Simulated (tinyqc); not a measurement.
Vacancy excess varied: nucleation and growth of vacancy voids in a cooling silicon-like crystal. Computed by tinyqc, a small Python program. Command: `OMP_NUM_THREADS=1 python tinyqc.py 3025877 3025878 out.jsonl voids walk`. One thread of a shared host (Intel(R) Xeon(R) Processor @ 2.30GHz), about 0.3 s of CPU time with the checks.

Spherical voids; vacancies are lost only to voids.

Inputs (values chosen for the exercise, for a model crystal):
```
quantity                                    value    unit
vacancy density at the melting point C_m  5.1e+14  1/cm^3
formation energy E_f                         4.27      eV
melting point T_m                            1685       K
diffusion prefactor D0                    0.00037  cm^2/s
migration energy E_m                         0.38      eV
site density rho                            5e+22  1/cm^3
void surface energy gamma                   0.807   J/m^2
cooling rate q                                4.2   K/min
vacancy excess C0                         2.6e+13  1/cm^3
temperature step                              0.2       K
```

Vacancy supply: given.

Constants: k_B = 8.617333262e-05 eV/K; k_B = 1.380649e-23 J/K.

Method:
- C = C0 as given.
- C_e = C_m exp[-(E_f/k_B)(1/T - 1/T_m)]; D = D0 exp(-E_m/(k_B T)); f = k_B T ln(C/C_e); r* = 2 gamma/(rho f); W* = 16 pi gamma^3/(3 rho^2 f^2); Z = f/sqrt(12 pi W* k_B T); I = rho Z (4 pi r* D C) exp(-W*/(k_B T)).
- March down from 1500 K in steps dT, dt = dT/q, with values at the upper end of each step: a class of I dt voids is born with r*; then all classes grow by r^2 += 2 D (C - C_e) dt/rho; C falls by the vacancies added to voids. Stop at 1150 K. T_n is the T of the largest I, N the final count (classes under 1e-6 /cm^3 are dropped), and the mean radius the number average.

initial excess C = 2.60e+13 1/cm^3

At fixed q:
```
C (1/cm^3)  T_n (K)  N (1/cm^3)  mean radius (nm)
1.00e+13     1336.2  4.4035e+07            10.185
1.60e+13     1358.2  3.1894e+07            13.272
2.60e+13     1381.2  2.2832e+07            17.451
4.20e+13     1404.8  1.6403e+07            22.874
6.50e+13     1426.6  1.2135e+07            29.266
```

What does the comparison show, and why?

More vacancies nucleate earlier (T_n rises by 90 K) and give fewer, larger voids: N goes as C^-0.69 and the radius as C^0.56, steeper than the -1/2 and +1/2 of the scaling argument at fixed D, because D rises with T_n.

Extremes, crossings and ranges named in words are read from the listed rows.
